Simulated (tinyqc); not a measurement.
What moves the results: Wannier-Stark ladder of a miniband. A value that a table varies takes the place of the one given here.

One state in each well j = -(Nw - 1)/2 ... (Nw - 1)/2: H_jj = j e F d, H_(j,j+1) = -W/4; 1 kV/cm = 0.01 meV/angstrom. In an infinite chain the levels are j e F d and the state of well 0 has amplitude J_j(x) in size on well j, x = W/(2 e F d).

Constants: hbar = 6.58211957e-16 eV s.

Values chosen for the exercise (near those of a non-polar GaN/AlGaN superlattice; shifted at random, so the results belong to these values and not to a real crystal):

| symbol | value | unit | meaning |
|---|---|---|---|
| W | 48 | meV | miniband width |
| d | 37 | angstrom | period |
| Nw | 9 |  | wells |
| Fs | (14, 20, 27, 38, 58, 98, 210) | kV/cm | fields |
| G | 2 | meV | hbar/tau |
| F | 30 | kV/cm | field |

## Raising the field

Infinite-chain weights beside the middle spacing of the finite stack.

Results:

| F (kV/cm) | e F d (meV) | x | J_0^2 | J_1^2 | J_2^2 | middle spacing/(e F d) |
|---|---|---|---|---|---|---|
| 14 | 5.18 | 4.633 | 0.083 | 0.070 | 0.030 | 1.3320 |
| 20 | 7.40 | 3.243 | 0.110 | 0.059 | 0.232 | 1.0730 |
| 27 | 9.99 | 2.402 | 0.000 | 0.270 | 0.186 | 1.0131 |
| 38 | 14.06 | 1.707 | 0.155 | 0.334 | 0.080 | 1.0013 |
| 58 | 21.46 | 1.118 | 0.505 | 0.227 | 0.020 | 1.0001 |
| 98 | 36.26 | 0.662 | 0.798 | 0.098 | 0.003 | 1.0000 |
| 2.1e+02 | 77.70 | 0.309 | 0.953 | 0.023 | 0.000 | 1.0000 |

What can be read from the table?

J_0 vanishes at x = 2.405, F = 27.0 kV/cm, where the line at j = 0 disappears; J_0^2 overtakes J_1^2 for good at x = 1.435, F = 45.2 kV/cm, and reaches 0.95 in the last row. The 9 wells reproduce the middle spacing of the even ladder to 1 % from 38 kV/cm on, where the swing W/(e F d) = 2x is 3.4 periods. The lines are seen apart only where e F d exceeds their width, usually a few meV.

## Drift velocity with scattering

Esaki-Tsu: v = v0 y/(1 + y^2), y = e F d/G, v0 = W d/(2 hbar), at zero temperature; 1 angstrom/s = 1e-8 cm/s, 1 kV/cm = 0.01 meV/angstrom. The last column is dv/dF in cm^2/(V s).

Results:

| y | F (kV/cm) | v (1e6 cm/s) | dv/dF |
|---|---|---|---|
| 0.1 | 0.54 | 1.34 | 2422 |
| 0.3 | 1.62 | 3.71 | 1912 |
| 0.6 | 3.24 | 5.95 | 864 |
| 1.0 | 5.41 | 6.75 | 0 |
| 1.5 | 8.11 | 6.23 | -295 |
| 2.5 | 13.51 | 4.65 | -249 |
| 4.0 | 21.62 | 3.17 | -130 |

v0 = 13.49 x 1e6 cm/s
field at y = 1 = 5.41 kV/cm

How do the results move?

The velocity peaks at v0/2 = 6.75 x 1e6 cm/s at 5.41 kV/cm and then falls: negative differential velocity, steepest at y = sqrt3 with -v0/(8 Fc) = -312 cm^2/(V s). The low-field mobility is v0/Fc = 2496 cm^2/(V s). At the peak the swing is W/G = 24.0 periods, so the semiclassical picture holds.

## What each parameter does

e F d, x, J_0(x)^2 and the lowest level of the finite stack. Each row changes one parameter from the base and keeps the others.

Results:

| case | e F d (meV) | x | J_0^2 | lowest level (meV) |
|---|---|---|---|---|
| base | 11.10 | 2.162 | 0.017 | -53.79 |
| W = 38 meV | 11.10 | 1.712 | 0.153 | -50.81 |
| d = 29 angstrom | 8.70 | 2.759 | 0.028 | -45.54 |
| F = 21 kV/cm | 7.77 | 3.089 | 0.083 | -42.45 |
| Nw = 11 | 11.10 | 2.162 | 0.017 | -64.89 |

What does this show?

The largest shifts from the base row, up to three for each result and ties (the steps differ in size, so this ranks the rows, not the parameters). e F d (meV): F -3.33, d -2.40; unchanged at the printed digits by W and Nw. x: F +0.927, d +0.596, W -0.450; unchanged at the printed digits by Nw. J_0^2: W +0.136, F +0.066, d +0.011; unchanged at the printed digits by Nw. lowest level (meV): F +11.34, Nw -11.10, d +8.24.

Computed by tinyqc, a small Python program: `OMP_NUM_THREADS=1 python tinyqc.py 1282789 1282790 out.jsonl` (the numbers bound the seed that draws the inputs); one thread of a shared host (Intel(R) Xeon(R) Processor @ 2.30GHz), about 0.01 s for the whole set of steps.
